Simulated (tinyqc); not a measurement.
From one set of inputs to another, one input at a time: Stillinger-Weber potential for a tetrahedral semiconductor. Computed by tinyqc, a small Python program. Command: `OMP_NUM_THREADS=1 python tinyqc.py 3014230 3014231 out.jsonl swsi ladder`. One thread of a shared host (Intel(R) Xeon(R) Processor @ 2.30GHz), about 0.07 s of CPU time with the checks.

With x = r/sigma: pair term eps A (B x^-4 - 1) exp(1/(x - a)); for each pair of neighbours j, k of atom i, three-body term eps lambda exp(gamma/(x_ij - a) + gamma/(x_ik - a)) (cos theta_jik + 1/3)^2; both vanish beyond x = a. A = 7.049556277, B = 0.6022245584, a = 1.8.

The inputs printed are set A. Set A is modelled on silicon; the values taken over come from a set modelled on germanium. Inputs not listed in the table keep their values of set A, so the rows need not describe a real material.

Inputs (values chosen for the exercise, modelled on silicon):
```
quantity                    value      unit
energy scale eps            2.183        eV
length scale sigma            2.1  angstrom
three-body strength lambda   18.5         -
gamma                         1.3         -
```

Constants: 1 eV/angstrom^3 = 160.2176634 GPa.

Method. All angles are tetrahedral, so only the pair term acts; its minimum lies at x = 2^(1/6) with depth eps, and second neighbours lie beyond the cut-off. a0 = 4 d/sqrt3; E = -2 eps per atom. Second derivatives of the energy per atom, volume a0^3/8: e_xx gives C11, e_xx = -e_yy gives 2 (C11 - C12), e_xy = e_yx = h/2 gives the unrelaxed C44(0). Under that shear the second sublattice shifts by u_z; minimising over u_z gives C44 = C44(0) - E_hu^2/(E_uu V) and Kleinman's zeta = |E_hu/E_uu|/(a0/4). The optical force constant is k = 4 E_uu, with M omega^2 = k at the zone centre.

Each row keeps all changes above it:
```
input moved                     from     to  C11 (GPa)  C12 (GPa)  C44 (GPa)
set A                              -      -     134.18     85.007     40.453
length scale sigma (angstrom)    2.1  2.168     121.95     77.256     36.765
energy scale eps (eV)          2.183  1.972     110.16     69.789     33.211
three-body strength lambda      18.5   30.2     127.18     61.279     48.749
```

C11 goes from 134 to 127, a factor 0.948 in all. The largest single move comes from three-body strength lambda (a factor 1.15), but it runs against the net change; the largest move in the direction of the net change is energy scale eps (a factor 0.903). C12 goes from 85.0 to 61.3, a factor 0.721 in all. The largest single move comes from three-body strength lambda (a factor 0.878). C44 goes from 40.5 to 48.7, a factor 1.21 in all. The largest single move comes from three-body strength lambda (a factor 1.47), and energy scale eps works against it (a factor 0.903). The single moves hold for this order of the switches; the total does not depend on the order.

Caution (all rows): the original fit to silicon is too soft in shear (C44) and too stiff for the optical mode.

Extremes, crossings and ranges named in words are read from the listed rows.
